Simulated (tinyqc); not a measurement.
Inside a calculation. Model: frequency dispersion of an accumulation capacitance by border traps, distributed model.

Program tinyqc, `OMP_NUM_THREADS=1 python tinyqc.py 2202182 2202183 out.jsonl`; Intel Xeon 2.30GHz, shared host, one thread, about 0.3 s. Printed values are rounded.

Traps spread evenly through the insulator exchange electrons with the semiconductor by tunnelling, with tau(x) = t0 exp(2 ka x) at depth x from the interface. The admittance per area Y seen at depth x obeys dY/dx = -Y^2/(i w eps0 eox) + q Nb ln(1 + i w tau)/tau, with Y(0) = i w Cs and w = 2 pi f; the gate sees Y(tox) = G + i w C. Working variable y = Y/(i w), in uF/cm^2. Cox = eps0 eox/tox.

Inputs (values chosen for the exercise); permittivity close to that of silicon dioxide:
```
symbol   value         unit                                               meaning
eox       3.73                             relative permittivity of the insulator
tox        3.1           nm                                   insulator thickness
Cs         2.1      uF/cm^2             semiconductor capacitance in accumulation
Nb      6.6e18  cm^-3 eV^-1                               density of border traps
ka         4.7         1/nm  decay constant of the wave function in the insulator
t0       3e-11            s              time constant of a trap at the interface
f        10000           Hz                                             frequency
xe         1.9           nm               depth down to which the steps are taken
```

Constants: q = 1.602176634e-19 C, eps0 = 8.8541878128e-14 F/cm where lengths are in cm. Results are converted to the units shown.

## Scales and lumped estimate

Cox; trap-free value 1/(1/Cox + 1/Cs); response depth d = ln(1/(w t0))/(2 ka), where w tau = 1; lumped estimate: all traps within d act as C_bt = q Nb d placed at d/2, so C = 1/{1/[1/(1/Cs + d/(2 eps0 eox)) + C_bt] + (tox - d/2)/(eps0 eox)}.

Cox = 1.065359 uF/cm^2
trap-free C = 0.7067930 uF/cm^2
d = 1.402299 nm
C_bt = 0.1482842 uF/cm^2
lumped C = 0.7401580 uF/cm^2

The traps within reach amount to 0.0706 Cs and lie in the first 45.2 % of the insulator.

## Midpoint steps through the active depth

In terms of y: dy/dx = -y^2/(eps0 eox) + s(x), s = q Nb ln(1 + z)/z, z = i w tau. 11 midpoint steps of h = xe/11: y_half = y + (h/2) y'(x, y), y(new) = y + h y'(x + h/2, y_half).

```
point     x (nm)      s (uF/(cm^2 nm))         y (uF/cm^2)
0              0  0.1057437-0.0000001i  2.100000+0.000000i
1      0.1727273  0.1057437-0.0000005i  1.910357+0.000000i
2      0.3454545  0.1057437-0.0000026i  1.754610+0.000000i
3      0.5181818  0.1057437-0.0000130i  1.624693-0.000001i
4      0.6909091  0.1057436-0.0000659i  1.514896-0.000006i
5      0.8636364  0.1057422-0.0003343i  1.421063-0.000030i
6       1.036364  0.1057074-0.0016948i  1.340103-0.000152i
7       1.209091  0.1048257-0.0084878i  1.269640-0.000770i
8       1.381818  0.0884182-0.0332691i  1.207180-0.003722i
9       1.554545  0.0337741-0.0368768i  1.145354-0.010279i
10      1.727273  0.0075943-0.0152309i  1.083302-0.013141i
11           1.9  0.0015346-0.0045978i  1.025883-0.013109i
```

## Capacitance and conductance at the gate

y at xe = 1.025883-0.013109i uF/cm^2

Beyond xe the traps are ignored, so 1/y(tox) = 1/y(xe) + (tox - xe)/(eps0 eox); C = Re y, G/w = -Im y, loss tangent G/(w C).

y at the gate = 0.7473421-0.0069562i uF/cm^2
C = 0.7473421 uF/cm^2
G/w = 0.006956167 uF/cm^2
loss tangent = 0.009307875

A fine integration over the whole insulator gives C = 0.74641 and G/w = 0.007288 uF/cm^2; the coarse G/w is 4.6 % below that. The fine C is 5.6 % above the trap-free value, and the lumped estimate is 0.84 % below the fine result.
